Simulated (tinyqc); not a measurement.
Donor in an ellipsoidal valley (Kohn-Luttinger variational method): one step, computed by the program tinyqc. Command: `OMP_NUM_THREADS=1 python tinyqc.py 3027567 3027568 out.jsonl kohnlutt walk`. One thread of a shared host (Intel(R) Xeon(R) Processor @ 2.30GHz), about 0.04 s of CPU time with the checks.

H = -(d^2/dx^2 + d^2/dy^2) - gamma d^2/dz^2 - 2/r in units built on m_t, with gamma = m_t/m_l and z along the valley axis. One valley; no valley-orbit or central-cell term.

Question. Energy at a trial ratio. Trial function exp(-sqrt((x^2 + y^2)/a^2 + z^2/b^2)) with beta = b/a < 1: E = t/a^2 - u/a, t = (2 + gamma/beta^2)/3, u = 2 arcsin(sqrt(1 - beta^2))/sqrt(1 - beta^2); the best a is 2 t/u and E(beta) = -u^2/(4 t).

Inputs (values chosen for the exercise, modelled on GaP): trial ratio b/a = 0.72.

gamma = 0.2082645

Give: t; u; best a; E(beta).

Answer.

t = 0.8006

u = 2.210

best a = 0.7244 a*

E(beta) = -1.526 Ry*
